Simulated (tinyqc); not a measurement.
# Electron mobility in a silicon inversion layer, empirical terms and Matthiessen rule: effects of single changes

Inversion layer of sheet density Ns on a uniformly doped body. The mobility terms are empirical power laws with prefactors chosen for the exercise; adding their inverses (Matthiessen) is itself an approximation.

Inputs (values chosen for the exercise); material values close to those of silicon:
- T = 300 K (temperature)
- Eg = 1.13 eV (band gap)
- eps_r = 11.8 (relative permittivity of the semiconductor)
- Nc = 2.82e19 cm^-3 (conduction-band density of states at T)
- Nv = 2.64e19 cm^-3 (valence-band density of states at T)
- Nb = 1.9e17 cm^-3 (body doping)
- Vsb = 0 V (reverse body bias)
- eta = 0.5 (weight of the inversion charge in the effective field)
- Ap = 406 cm^2/(V s) (phonon-limited mobility at 1 MV/cm and 300 K)
- As = 701 cm^2/(V s) (roughness-limited mobility at 1 MV/cm)
- gs = 2 (exponent of the roughness term)
- Ac = 2300 cm^2/(V s) (Coulomb prefactor)
- Nit = 4.1e10 cm^-2 (charge at the interface)
- Ns = 2.7e12 cm^-2 (inversion density)

Constants: q = 1.602176634e-19 C, kB = 1.380649e-23 J/K, Vt = kB T/q, eps0 = 8.8541878128e-14 F/cm where lengths are in cm. Results are converted to the units shown.

Each table varies one quantity; the others keep the values above.

## Effect of the inversion density

ni = sqrt(Nc Nv) exp(-Eg/(2 Vt)), Eg in volts; Ndep = sqrt(2 eps0 eps_r Nb (2 Vt ln(Nb/ni) + Vsb)/q); E = q (Ndep + eta Ns)/(eps0 eps_r), in MV/cm. With t = T/(300 K): muC = Ac (Ns/1e12 cm^-2) t/(Nb/1e17 cm^-3 + Nit/1e11 cm^-2), muP = Ap E^(-1/3) t^(-1.75), muS = As E^(-gs); 1/mu is the sum of the inverses.

Results:

| Ns (cm^-2) | E (MV/cm) | muC (cm^2/(V s)) | muP (cm^2/(V s)) | muS (cm^2/(V s)) | mu (cm^2/(V s)) |
|---|---|---|---|---|---|
| 2e11 | 0.24091 | 199.13 | 652.49 | 12079 | 150.67 |
| 3.6e11 | 0.25317 | 358.44 | 641.78 | 10937 | 225.25 |
| 6.3e11 | 0.27388 | 627.27 | 625.18 | 9345.6 | 302.96 |
| 1.1e12 | 0.30991 | 1095.2 | 599.95 | 7298.6 | 368.07 |
| 2e12 | 0.37892 | 1991.3 | 561.06 | 4882.3 | 401.71 |
| 3.6e12 | 0.50160 | 3584.4 | 510.98 | 2786.2 | 385.37 |
| 1.1e13 | 1.0690 | 10952 | 397.07 | 613.44 | 235.85 |
| 2e13 | 1.7591 | 19913 | 336.33 | 226.55 | 134.45 |

Estimate the missing row, Ns = 6.3e12 cm^-2.

Computed row:

| Ns (cm^-2) | E (MV/cm) | muC (cm^2/(V s)) | muP (cm^2/(V s)) | muS (cm^2/(V s)) | mu (cm^2/(V s)) |
|---|---|---|---|---|---|
| 6.3e12 | 0.70862 | 6272.7 | 455.40 | 1396.0 | 325.56 |

With this row back in the table: As Ns goes from 2e11 to 2e13 cm^-2, E rises from 0.241 to 1.76 MV/cm and mu goes from 151 through a maximum of 402 (at Ns = 2e12 cm^-2 among the rows listed) to 134 cm^2/(V s). The smallest term is the Coulomb one in the first row and the roughness one in the last. Screening lifts the Coulomb term as Ns grows while the field presses the carriers to the interface, hence the maximum. At Ns = 2e13 cm^-2 E passes 1.5 MV/cm, beyond the usual range of such laws.

## Effect of the body doping

Same model as above.

Effect of the body doping:

| Nb (cm^-3) | E (MV/cm) | muC (cm^2/(V s)) | muP (cm^2/(V s)) | muS (cm^2/(V s)) | mu (cm^2/(V s)) |
|---|---|---|---|---|---|
| 2e16 | 0.2752 | 1.018e4 | 624.2 | 9259 | 553.0 |
| 4.4e16 | 0.3108 | 7306 | 599.4 | 7259 | 514.7 |
| 9.7e16 | 0.3650 | 4500 | 568.1 | 5263 | 460.3 |
| 2.1e17 | 0.4449 | 2474 | 531.8 | 3542 | 389.6 |
| 4.7e17 | 0.5712 | 1215 | 489.3 | 2149 | 300.1 |
| 1e18 | 0.7494 | 596.5 | 447.0 | 1248 | 212.1 |
| 2.3e18 | 1.048 | 265.3 | 399.7 | 638.5 | 127.6 |
| 5e18 | 1.471 | 123.2 | 357.0 | 323.8 | 71.39 |

What does the comparison show?

As Nb goes from 2e16 to 5e18 cm^-3, E rises from 0.275 to 1.47 MV/cm and mu falls from 553 to 71.4 cm^2/(V s). The smallest term is the phonon one in the first row and the Coulomb one in the last.

tinyqc, about 0.01 s, one thread, Intel Xeon 2.30GHz (shared host): `OMP_NUM_THREADS=1 python tinyqc.py 2510138 2510139 out.jsonl`
